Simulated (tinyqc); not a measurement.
Avalanche multiplication and breakdown of a junction from ionisation integrals: one step, computed by the program tinyqc. Command: `OMP_NUM_THREADS=1 python tinyqc.py 3014316 3014317 out.jsonl impact walk`. One thread of a shared host (Intel(R) Xeon(R) Processor @ 2.30GHz), about 0.01 s of CPU time with the checks.

Ionisation coefficients follow the local field. Position x runs through the depletion layer from the p side (x = 0), where electrons enter, to the n side (x = w), where holes enter. The built-in voltage is neglected.

Question. On-resistance of the drift layer. R_on = w/(e mu N) with w the width at breakdown; figure of merit V_B^2/R_on; for a triangular field it equals eps eps_0 mu F_m^3/4.

Inputs (values chosen for the exercise, modelled on GaAs): permittivity eps = 12.9; drift-layer mobility mu = 400 cm^2/(V s); doping N of the lightly doped side = 9.3e+14 1/cm^3.

Junction: one-sided abrupt n+p.

width at breakdown = 21.79782 micrometre

breakdown voltage = 309.9209 V

critical field F_m = 0.2843596 MV/cm

Constants: e = 1.602176634e-19 C; eps_0 = 8.8541878128e-12 F/m.

Give: specific on-resistance; V_B^2/R_on; eps eps_0 mu F_m^3/4.

Answer.

specific on-resistance = 36.57 milliohm cm^2

V_B^2/R_on = 2.626 MW/cm^2

eps eps_0 mu F_m^3/4 = 2.626 MW/cm^2
